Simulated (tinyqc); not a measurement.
Worked calculation: G0W0 on RHF in the sto-6g basis, for BeH2, spin multiplicity 1. One step of it, computed by the program tinyqc.

Question. Iteration 7 (converged): orbitals. Diagonalise F' = X^T F X, C = X C', fill 3 alpha and 3 beta electrons from the bottom; D = 2 C_occ C_occ^T. Each column has its largest component positive (the first on a tie).

converged F (hartree), order 1Be 1s, 1Be 2s, 1Be 2px, 1Be 2py, 1Be 2pz, 2H 1s, 3H 1s:
$$\begin{pmatrix}
-4.586066 & -1.249183 & 0.000000 & 0.000000 & 0.000978 & -0.413862 & -0.413862 \\
-1.249183 & -0.615444 & 0.000000 & 0.000000 & -0.013073 & -0.440963 & -0.440963 \\
0.000000 & 0.000000 & 0.206908 & 0.000000 & 0.000000 & 0.000000 & 0.000000 \\
0.000000 & 0.000000 & 0.000000 & -0.264568 & 0.000000 & -0.343155 & 0.343155 \\
0.000978 & -0.013073 & 0.000000 & 0.000000 & 0.206034 & -0.014382 & -0.014382 \\
-0.413862 & -0.440963 & 0.000000 & -0.343155 & -0.014382 & -0.347295 & -0.066367 \\
-0.413862 & -0.440963 & 0.000000 & 0.343155 & -0.014382 & -0.066367 & -0.347295
\end{pmatrix}$$

X, order 1Be 1s, 1Be 2s, 1Be 2px, 1Be 2py, 1Be 2pz, 2H 1s, 3H 1s:
$$\begin{pmatrix}
1.026803 & -0.146788 & 0.000000 & 0.000000 & -0.000776 & 0.011580 & 0.011580 \\
-0.146788 & 1.297017 & 0.000000 & 0.000000 & 0.015212 & -0.345788 & -0.345788 \\
0.000000 & 0.000000 & 1.000000 & 0.000000 & 0.000000 & 0.000000 & 0.000000 \\
0.000000 & 0.000000 & 0.000000 & 1.449456 & 0.000000 & -0.504911 & 0.504911 \\
-0.000776 & 0.015212 & 0.000000 & 0.000000 & 1.000853 & -0.019433 & -0.019433 \\
0.011580 & -0.345788 & 0.000000 & -0.504911 & -0.019433 & 1.363467 & -0.130994 \\
0.011580 & -0.345788 & 0.000000 & 0.504911 & -0.019433 & -0.130994 & 1.363467
\end{pmatrix}$$

Give: F' = X^T F X; orbital energies; coefficients C; D after iteration 7.

Answer.

F' = X^T F X (hartree):
$$\begin{pmatrix}
-4.4887 & -0.6415 & 0.0000 & 0.0000 & 0.0018 & -0.0866 & -0.0866 \\
-0.6415 & -0.0505 & 0.0000 & 0.0000 & 0.0061 & -0.3543 & -0.3543 \\
0.0000 & 0.0000 & 0.2069 & 0.0000 & 0.0000 & 0.0000 & 0.0000 \\
0.0000 & 0.0000 & 0.0000 & 0.3055 & 0.0000 & -0.5127 & 0.5127 \\
0.0018 & 0.0061 & 0.0000 & 0.0000 & 0.2072 & -0.0182 & -0.0182 \\
-0.0866 & -0.3543 & 0.0000 & -0.5127 & -0.0182 & 0.1230 & -0.1504 \\
-0.0866 & -0.3543 & 0.0000 & 0.5127 & -0.0182 & -0.1504 & 0.1230
\end{pmatrix}$$

orbital energies (hartree): MO1 -4.5877, MO2 -0.4693, MO3 -0.4358, MO4 0.2058, MO5 0.2069, MO6 0.4917, MO7 1.0147

coefficients C, order 1Be 1s, 1Be 2s, 1Be 2px, 1Be 2py, 1Be 2pz, 2H 1s, 3H 1s:
$$\begin{pmatrix}
0.9946 & -0.2198 & 0.0000 & 0.0195 & 0.0000 & -0.1955 & 0.0000 \\
0.0215 & 0.5356 & 0.0000 & -0.0954 & 0.0000 & 1.2832 & 0.0000 \\
0.0000 & 0.0000 & 0.0000 & 0.0000 & 1.0000 & 0.0000 & 0.0000 \\
0.0000 & 0.0000 & 0.5031 & 0.0000 & 0.0000 & 0.0000 & 1.5355 \\
-0.0001 & 0.0123 & 0.0000 & 0.9956 & 0.0000 & 0.1066 & 0.0000 \\
-0.0015 & 0.4001 & 0.4024 & 0.0369 & 0.0000 & -0.8474 & -1.0999 \\
-0.0015 & 0.4001 & -0.4024 & 0.0369 & 0.0000 & -0.8474 & 1.0999
\end{pmatrix}$$

D after iteration 7, order 1Be 1s, 1Be 2s, 1Be 2px, 1Be 2py, 1Be 2pz, 2H 1s, 3H 1s:
$$\begin{pmatrix}
2.0751 & -0.1927 & 0.0000 & 0.0000 & -0.0056 & -0.1790 & -0.1790 \\
-0.1927 & 0.5747 & 0.0000 & 0.0000 & 0.0132 & 0.4286 & 0.4286 \\
0.0000 & 0.0000 & 0.0000 & 0.0000 & 0.0000 & 0.0000 & 0.0000 \\
0.0000 & 0.0000 & 0.0000 & 0.5062 & 0.0000 & 0.4049 & -0.4049 \\
-0.0056 & 0.0132 & 0.0000 & 0.0000 & 0.0003 & 0.0099 & 0.0099 \\
-0.1790 & 0.4286 & 0.0000 & 0.4049 & 0.0099 & 0.6440 & -0.0036 \\
-0.1790 & 0.4286 & 0.0000 & -0.4049 & 0.0099 & -0.0036 & 0.6440
\end{pmatrix}$$
